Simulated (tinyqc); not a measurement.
Single-oscillator infrared dielectric function of a polar cubic crystal: one step, computed by the program tinyqc.

One ion pair, charges +Z* and -Z*, in a cell of volume Omega = a^3/4. Frequencies omega are given as wavenumbers (1/cm); eps_s is the static dielectric constant.

Problem. LO frequency and static constant from the Born charge. mu = M_A M_B/(M_A + M_B); ionic plasma term W^2 = 4 pi Z*^2 (e^2/(4 pi eps_0))/(Omega mu) in eV/(angstrom^2 u), turned into 1/cm by W = 15.6333042 x 33.35640952 x sqrt(W^2); omega_LO^2 = omega_TO^2 + W^2/eps_inf; eps_s = eps_inf + W^2/omega_TO^2; Szigeti charge 3 Z*/(eps_inf + 2); longitudinal (Callen) charge Z*/eps_inf.

Inputs (values chosen for the exercise, modelled on indium arsenide):
```
quantity             value      unit
lattice constant a   6.058  angstrom
mass M_A            114.82         u
mass M_B             74.92         u
omega_TO               221      1/cm
Born charge Z*        2.59         e
eps_inf               12.6         -
```

Structure: zinc blende. Free carriers: absent.

Constants: nu for 1 eV/(angstrom^2 u) = 15.6333042 THz; 1 THz = 33.35640952 1/cm; e^2/(4 pi eps_0) = 14.39964548 eV angstrom.

Give: reduced mass mu; W; omega_LO; eps_s; Szigeti charge; Callen charge.

Solution.

reduced mass mu = 45.34 u

W = 361.9 1/cm

omega_LO = 243.4 1/cm

eps_s = 15.28

Szigeti charge = 0.5322 e

Callen charge = 0.2056 e

omega_LO/omega_TO = 1.101; the ions supply 18 % of eps_s.
